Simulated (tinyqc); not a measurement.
MOS capacitor on a p-type substrate, surface potential from the exact charge relation: one step of the calculation.

Uniform p-type substrate, Boltzmann statistics, full ionisation, classical densities. psi is the surface potential against the body (positive when the bands bend down) and u = psi/Vt. Traps are spread evenly over the gap and neutral at flat band, so their charge is -q Dit psi; the minority quasi-Fermi level is shifted by Vb.

Task. Flat band, threshold and scales. ni = sqrt(Nc Nv) exp(-Eg/(2 Vt)), Eg in volts; phiF = Vt ln(N/ni); Cox = eps0 eox/tox; Vfb = phiM - chi - (Eg - Vt ln(Nv/N)) - q Nf/Cox; Q0 = sqrt(2 eps0 eps_r q N Vt); r = (ni/N)^2 exp(-Vb/Vt); VT = Vfb + [(2 phiF + Vb)(1 + q Dit/Cox) + sqrt(2 eps0 eps_r q N (2 phiF + Vb))/Cox].

Values chosen for this exercise; band and dielectric values close to those of In0.53Ga0.47As:
- T = 400 K (temperature)
- Eg = 0.735 eV (band gap)
- eps_r = 13.9 (relative permittivity)
- Nc = 3.19e17 cm^-3 (conduction-band density of states at T)
- Nv = 1.2e19 cm^-3 (valence-band density of states at T)
- chi = 4.54 eV (electron affinity)
- N = 5.5e16 cm^-3 (acceptor density of the substrate)
- eox = 7.57 (relative permittivity of the gate insulator (close to silicon nitride))
- tox = 47 nm (insulator thickness)
- phiM = 5.07 eV (gate work function)
- Nf = -3e10 cm^-2 (fixed charge at the interface, in units of q)
- Dit = 0 cm^-2 eV^-1 (density of interface traps)
- Vb = 0 V (reverse bias of the inversion layer against the body)

Constants: q = 1.602176634e-19 C, kB = 1.380649e-23 J/K, Vt = kB T/q, eps0 = 8.8541878128e-14 F/cm where lengths are in cm. Results are converted to the units shown.

Find: ni; phiF; Cox; Vfb; Q0; r; VT.

Result.

ni = 4.5834e13 cm^-3
phiF = 0.24439 V
Cox = 0.14261 uF/cm^2
Vfb = 0.014333 V
Q0 = 27.343 nC/cm^2
r = 6.9447e-7
VT = 1.2251 V

Program tinyqc, `OMP_NUM_THREADS=1 python tinyqc.py 2060105 2060106 out.jsonl`; Intel Xeon 2.30GHz, shared host, one thread, about 0.01 s.
